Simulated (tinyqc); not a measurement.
From results back to parameters: zigzag graphene nanoribbon in tight binding. Three cases, with inputs chosen for the exercise.

Problem. The edge state of a wide zigzag ribbon has weight 1 - x^2 on the edge site, x = 2 cos(k/2), and its amplitude falls by x from chain to chain, 1.5 acc apart. The weight below belongs to a hidden k between 2 pi/3 and pi.

Find: k; decay length.

Method. x = sqrt(1 - weight), k = 2 arccos(x/2), decay length = -1.5 acc/ln x.

Case 1.

Values chosen (out of a larger set: near those used for graphene; not measured data): acc = 1.42 angstrom (bond length).

edge weight = 0.372330

Solution.

k = 2.327
decay length = 9.147 angstrom

Case 2.

Values chosen (out of a larger set: near those used for graphene; not measured data): acc = 1.42 angstrom (bond length).

edge weight = 0.670078

Solution.

k = 2.559
decay length = 3.842 angstrom

Case 3.

Values chosen (out of a larger set: near those used for graphene; not measured data): acc = 1.42 angstrom (bond length).

edge weight = 0.531496

Solution.

k = 2.443
decay length = 5.618 angstrom

Computed by tinyqc, one run a case: `OMP_NUM_THREADS=1 python tinyqc.py N N+1 out.jsonl` with N = 1451296, 1451326, 1451563; one thread of a shared Intel(R) Xeon(R) Processor @ 2.30GHz, about 0.01 s a run at most.
